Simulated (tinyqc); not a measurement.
Course in time: spin coating of a resist or spin-on film: centrifugal thinning, evaporation and the final thickness (Emslie and Meyerhofer models). Computed by tinyqc, a small Python program. Command: `OMP_NUM_THREADS=1 python tinyqc.py 3110584 3110585 out.jsonl spincoat walk`. One thread of a shared host (Intel(R) Xeon(R) Processor @ 2.30GHz), about 0.1 s of CPU time with the checks.

A Newtonian film stays uniform over the wafer; solvent and solids have the same density and the concentration is uniform through the thickness.

Inputs (values chosen for the exercise, of the order of those of a polymer resist in an ester solvent):
```
quantity,value,unit
solids volume fraction c0,0.064,-
kinematic viscosity of the solvent nu_s,1.5,mm^2/s
viscosity constant k,2400,mm^2/s
viscosity exponent gamma,2.1,-
spin speed f,2500,rpm
evaporation rate at 1000 rpm e0,0.31,micrometre/s
starting thickness h0,900,micrometre
wafer radius R,100,mm
shrinkage in the bake,13,%
```

Method:
- omega = 2 pi f/60; nu(c) = nu_s + k c^gamma; evaporation rate e = e0 sqrt(f/1000 rpm).
- Flow constant K = 2 omega^2/(3 nu(c0)); Reynolds number of the air omega R^2/nu_air with nu_air = 15 mm^2/s.
- Meyerhofer estimate: flow rules until (1 - c0) K h^3 = e, then evaporation alone: h_w = (e/((1 - c0) K))^(1/3), dry film c0 h_w.
- Full model for solids s and liquid l per area, h = s + l, c = s/h: ds/dt = -c Q, dl/dt = -(1 - c) Q - e, Q = 2 omega^2 h^3/(3 nu(c)); integrated adaptively (relative tolerance 1e-9) until l = 0.
- Dry film = s at l = 0, before the bake; film after the bake = s x (1 - shrinkage).
- Times are fractions of the time to dry.

omega = 261.799 1/s

evaporation rate e = 0.490153 micrometre/s

dry film = 344.030 nm

dry film, estimate = 299.786 nm

History:
```
fraction,t (s),h (micrometre),c,nu (mm^2/s),Q/e,s (nm)
0.003,3.5279e-02,52.647,0.06401,8.97,1.5163e+03,3370.2
0.010,1.1760e-01,28.863,0.06409,8.99,2.4936e+02,1849.7
0.030,3.5279e-01,16.646,0.06444,9.08,4.7369e+01,1072.7
0.100,1.1760e+00,9.033,0.06677,9.66,7.1119e+00,603.1
0.200,2.3520e+00,6.237,0.07223,11.13,2.0329e+00,450.5
0.350,4.1159e+00,4.424,0.08536,15.17,5.3192e-01,377.6
0.500,5.8799e+00,3.301,0.10712,23.53,1.4248e-01,353.6
0.700,8.2318e+00,2.078,0.16602,56.77,1.4739e-02,345.0
0.900,1.0584e+01,0.920,0.37377,305.37,2.3808e-04,344.0
```

What does the comparison show, and why?

Q/e drops below 1 between t = 2.4 and 4.1 s, when c has risen from 0.064 to about 0.085; after that row the solids fall by a further 9 %. The full model gives 1.15 times the two-stage estimate.
